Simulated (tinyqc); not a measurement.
Capacitance of parallel on-chip lines from Laplace's equation on a mesh: one step of the calculation.

Cross-section of an endless row of equal lines between two grounded planes; neighbours are driven in antiphase (+1 V and -1 V), so the plane midway between two lines is at 0 V. By symmetry one quarter is solved: x runs from the centre of a line (column 0, mirror) to that midplane (column 5, 0 V), y from the mid-height of the line (row 0, mirror) to the ground plane (row 4, 0 V). The line fills columns 0 to 2 and rows 0 to 1 at 1 V. Cells beside the line (below row 1) have e2, cells above have e1. Each link between nodes has the conductance g = mean permittivity of the two cells beside it (a cell beyond a mirror counts as 0), and the free nodes obey sum g (V_neighbour - V) = 0.

Problem. Link conductances. gx[j, i] joins node (row j, column i) to column i + 1, gy[j, i] to row j + 1.

Values chosen for this exercise:
```
symbol  value  unit                                          meaning
e1        2.7        relative permittivity above and below the lines
e2        3.9                relative permittivity between the lines
```

Wanted: gx; gy.

Solution.

gx:
```
       col 0  col 1  col 2  col 3  col 4
row 0  1.950  1.950  1.950  1.950  1.950
row 1  3.300  3.300  3.300  3.300  3.300
row 2  2.700  2.700  2.700  2.700  2.700
row 3  2.700  2.700  2.700  2.700  2.700
row 4  1.350  1.350  1.350  1.350  1.350
```

gy:
```
       col 0  col 1  col 2  col 3  col 4  col 5
row 0  1.950  3.900  3.900  3.900  3.900  1.950
row 1  1.350  2.700  2.700  2.700  2.700  1.350
row 2  1.350  2.700  2.700  2.700  2.700  1.350
row 3  1.350  2.700  2.700  2.700  2.700  1.350
```

Numbers from tinyqc (`OMP_NUM_THREADS=1 python tinyqc.py 2790163 2790164 out.jsonl`; about 0.5 s on one thread of a shared Intel Xeon 2.30GHz).
